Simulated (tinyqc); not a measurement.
Exciton in a hard-walled quantum well (variational), step by step. Values are carried at full precision from step to step, so a last printed digit may differ when a step is redone from the rounded ones.

Constants: Ry = 13.60569312 eV; a0 (Bohr radius) = 0.5291772105 angstrom; hbar^2/2m0 = 3.80998211 eV angstrom^2; e^2/(4 pi eps0) = 14.39964547 eV angstrom.

Values chosen for the exercise (near those of GaN; the results hold for these values, not for the real material):
- me = 0.196 m0 (electron mass)
- mh = 0.873 m0 (hole mass)
- eps = 9.4 (dielectric constant)
- Eg = 3.462 eV (gap)
- L = 45 angstrom (well width)
- lams = (15, 21, 26, 31, 37, 46, 61) angstrom (trial lengths)

## Exciton units

1/mu = 1/me + 1/mh, Ry* = Ry mu/eps^2, a* = a0 eps/mu.

mu = 0.16006 m0
Ry* = 24.647 meV
a* = 31.077 angstrom

## Hydrogen-like series

Binding Ry*/n^2 in three dimensions and Ry*/(n - 1/2)^2 in two; strengths relative to n = 1 go as 1/n^3 and (1/2)^3/(n - 1/2)^3. Lines at Eg less the binding.

Series:
```
n  3D binding (meV)  3D line (eV)  3D strength  2D binding (meV)  2D line (eV)  2D strength
1             24.65        3.4374       1.0000             98.59        3.3634       1.0000
2              6.16        3.4558       0.1250             10.95        3.4510       0.0370
3              2.74        3.4593       0.0370              3.94        3.4581       0.0080
4              1.54        3.4605       0.0156              2.01        3.4600       0.0029
```

## The form factor

Electron and hole in the lowest states cos(pi z/L) of a hard-walled well; relative motion in the plane exp(-rho/lam). E(lam) = c/(mu lam^2) - (q/eps) <1/r>, <1/r> = integral over k from 0 to infinity of F(kL) (1 + (k lam/2)^2)^(-3/2), F(x) = [3x + 8 pi^2/x - 32 pi^4 (1 - exp(-x))/(x^2 (x^2 + 4 pi^2))]/(x^2 + 4 pi^2); c = hbar^2/2m0, q = e^2/(4 pi eps0). E is counted from the subband edge.

F at k = 0.5/a*, 1/a*, 2/a*, 4/a* and 8/a*.

Form factor:
```
k a*      k L       F
0.5    0.7240  0.8660
1.0    1.4480  0.7581
2.0    2.8961  0.5978
4.0    5.7921  0.4072
8.0   11.5842  0.2386
```

## Scan over the trial length

Evaluate the integral numerically for each lam.

Scan:
```
lam (angstrom)  <1/r> (1/angstrom)  kinetic (meV)  Coulomb (meV)  E (meV)
15                         0.07355        105.791       -112.665   -6.874
21                         0.05910         53.975        -90.538  -36.563
26                         0.05096         35.211        -78.067  -42.856
31                         0.04487         24.769        -68.733  -43.965
37                         0.03929         17.387        -60.192  -42.805
46                         0.03317         11.249        -50.816  -39.567
61                         0.02639          6.397        -40.431  -34.034
```

## The minimum

Minimise E over lam.

lam = 30.5 angstrom
binding energy = 43.97 meV
in Ry* = 1.784
lam/a* = 0.982

The strict two-dimensional limit is 4 Ry* with lam = a*/2; L/a* = 1.45 here.

## Checks

- Binding of a very thin well (L = a*/5000) against 4 Ry*, meV: both 98.6.
- F(3) from a double integral on a grid against the closed form: both 0.5885.

Run: tinyqc, `OMP_NUM_THREADS=1 python tinyqc.py 1280010 1280011 out.jsonl`; Intel(R) Xeon(R) Processor @ 2.30GHz, one thread, shared host; about 0.02 s of CPU time with all checks.
